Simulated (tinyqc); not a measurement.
# MOS capacitor on a p-type substrate, surface potential from the exact charge relation: several studies

Uniform p-type substrate, Boltzmann statistics, full ionisation, classical densities. psi is the surface potential against the body (positive when the bands bend down) and u = psi/Vt. Traps are spread evenly over the gap and neutral at flat band, so their charge is -q Dit psi; the minority quasi-Fermi level is shifted by Vb.

Parameters, values chosen for the exercise; band and dielectric values close to those of In0.53Ga0.47As: temperature T = 400 K; band gap Eg = 0.735 eV; relative permittivity eps_r = 13.9; conduction-band density of states at T Nc = 3.19e17 cm^-3; valence-band density of states at T Nv = 1.2e19 cm^-3; electron affinity chi = 4.54 eV; acceptor density of the substrate N = 5.5e16 cm^-3; relative permittivity of the gate insulator (close to silicon nitride) eox = 7.57; insulator thickness tox = 47 nm; gate work function phiM = 5.07 eV; fixed charge at the interface, in units of q Nf = -3e10 cm^-2; density of interface traps Dit = 0 cm^-2 eV^-1; reverse bias of the inversion layer against the body Vb = 0 V.

Constants: q = 1.602176634e-19 C, kB = 1.380649e-23 J/K, Vt = kB T/q, eps0 = 8.8541878128e-14 F/cm where lengths are in cm. Results are converted to the units shown.

Each table varies one quantity; the others keep the values above.

## Capacitance-voltage curves

ni = sqrt(Nc Nv) exp(-Eg/(2 Vt)), Eg in volts; phiF = Vt ln(N/ni); Cox = eps0 eox/tox; Vfb = phiM - chi - (Eg - Vt ln(Nv/N)) - q Nf/Cox; Q0 = sqrt(2 eps0 eps_r q N Vt); r = (ni/N)^2 exp(-Vb/Vt); VT = Vfb + [(2 phiF + Vb)(1 + q Dit/Cox) + sqrt(2 eps0 eps_r q N (2 phiF + Vb))/Cox]. u = psi/Vt; F^2 = exp(-u) + u - 1 + r (exp(u) - u - 1); Qs = -sign(u) Q0 F; Cs = -dQs/dpsi = (Q0/Vt) |1 - exp(-u) + r (exp(u) - 1)|/(2 F). psi solves Vg = Vfb + psi + (q Dit psi - Qs)/Cox. Low frequency: 1/C_LF = 1/Cox + 1/(Cs + q Dit). High frequency, in the simple estimate in which traps and minority carriers do not follow: 1/C_HF = 1/Cox + 1/Cd, Cd being Cs with r = 0 at the same psi. Deep depletion: r = 0 and Dit = 0 both in the equation for psi and in Cs. Minority sheet density N_inv = (Q0/(2 q)) int_0^u r (exp(t) - 1)/F(t) dt for u > 0. N_inv under 1 cm^-2 is printed as 0. Regimes: accumulation when majority carriers gather, then depletion up to |psi| = phiF + Vb, weak inversion up to 2 phiF + Vb, strong inversion beyond.

Capacitance-voltage curves:
```
Vg (V),psi (V),C_LF/Cox,C_HF/Cox,C_deep/Cox,N_inv (cm^-2),regime
-0.85,-0.1028,0.9293,0.9293,0.9293,0,accumulation
-0.47,-0.07037,0.8962,0.8962,0.8962,0,accumulation
-0.09,-0.01953,0.8274,0.8274,0.8274,0,accumulation
0.29,0.06969,0.6919,0.6919,0.6919,3.771e5,depletion
0.67,0.2158,0.5476,0.5475,0.5475,1.523e7,depletion
1.06,0.4099,0.4802,0.4573,0.4568,2.761e9,weak inversion
1.44,0.5500,0.8078,0.4183,0.4010,1.238e11,strong inversion
1.82,0.5974,0.9150,0.4077,0.3617,3.974e11,strong inversion
2.2,0.6232,0.9450,0.4023,0.3321,7.038e11,strong inversion
2.58,0.6412,0.9589,0.3987,0.3087,1.021e12,strong inversion
```

What does the table show?

C_LF/Cox is lowest, 0.480, at Vg = 1.06 V (weak inversion) among the rows listed and is 0.959 in the last row, where C_HF/Cox is 0.399 and the deep-depletion value 0.309. Vfb = 0.0143 V, where C_HF/Cox = 0.797 (Cox in series with eps0 eps_r/LD), and VT = 1.23 V. Over the last two rows psi moves by only 0.047 V a volt of gate bias, since the inversion charge screens the body. In strong accumulation and inversion degeneracy and confinement, left out here, lower the capacitance.

## Effect of the density of interface traps on threshold and swing

ni = sqrt(Nc Nv) exp(-Eg/(2 Vt)), Eg in volts; phiF = Vt ln(N/ni); Cox = eps0 eox/tox; Vfb = phiM - chi - (Eg - Vt ln(Nv/N)) - q Nf/Cox; VT = Vfb + [(2 phiF + Vb)(1 + q Dit/Cox) + sqrt(2 eps0 eps_r q N (2 phiF + Vb))/Cox]. gamma = sqrt(2 eps0 eps_r q N)/Cox; Wm = sqrt(2 eps0 eps_r (2 phiF + Vb)/(q N)); m = 1 + (eps0 eps_r/Wm + q Dit)/Cox; swing m Vt ln 10; Cmin/Cox = 1/(1 + Cox Wm/(eps0 eps_r)).

In this table Vb = 0 V.

The same in every row: Vfb (V) = 0.01433; 2 phiF (V) = 0.4888; gamma (V^0.5) = 1.033; Wm (nm) = 116.8; Cmin/Cox = 0.4248.

Result of one run:
```
Dit (cm^-2 eV^-1),VT (V),m,swing (mV/decade)
3e12,2.873,5.109,405.5
```

What becomes of these results when the density of interface traps Dit is changed from 3e12 to 0 cm^-2 eV^-1, all else the same?

Result of the changed run:
```
Dit (cm^-2 eV^-1),VT (V),m,swing (mV/decade)
0,1.225,1.739,138.0
```

The whole series:
```
Dit (cm^-2 eV^-1),VT (V),m,swing (mV/decade)
0,1.225,1.739,138.0
1e10,1.231,1.750,138.9
3e10,1.242,1.772,140.7
1e11,1.280,1.851,146.9
3e11,1.390,2.076,164.7
1e12,1.774,2.862,227.2
3e12,2.873,5.109,405.5
1e13,6.716,12.97,1030
```

As Dit goes from 0 to 1e13, VT rises from 1.23 to 6.72 V, the swing rises from 138 to 1030 mV/decade and Cmin/Cox stays at 0.425. Vfb does not move.

## Effect of the reverse bias of the inversion layer against the body on threshold and swing

Same model as above.

In this table Dit = 0 cm^-2 eV^-1.

The same in every row: Vfb (V) = 0.01433; 2 phiF (V) = 0.4888; gamma (V^0.5) = 1.033.

Effect of the reverse bias of the inversion layer against the body on threshold and swing:
```
Vb (V),VT (V),Wm (nm),m,swing (mV/decade),Cmin/Cox
0,1.225,116.8,1.739,138.0,0.4248
0.4,1.877,157.6,1.548,122.8,0.3539
0.8,2.476,189.7,1.455,115.5,0.3126
1.2,3.045,217.2,1.397,110.9,0.2844
1.6,3.596,241.5,1.357,107.7,0.2632
2,4.132,263.7,1.327,105.3,0.2466
2.4,4.658,284.1,1.304,103.5,0.2330
2.8,5.176,303.1,1.285,102.0,0.2216
```

What does the table show?

As Vb goes from 0 to 2.8, VT rises from 1.23 to 5.18 V, the swing falls from 138 to 102 mV/decade and Cmin/Cox falls from 0.425 to 0.222. Vfb does not move. The slope |dVT/dVb| between the first two rows is 1.63, close to m (VT is counted against the body; against the source it is m - 1).

Numbers from tinyqc (`OMP_NUM_THREADS=1 python tinyqc.py 2060105 2060106 out.jsonl`; about 0.01 s on one thread of a shared Intel Xeon 2.30GHz).
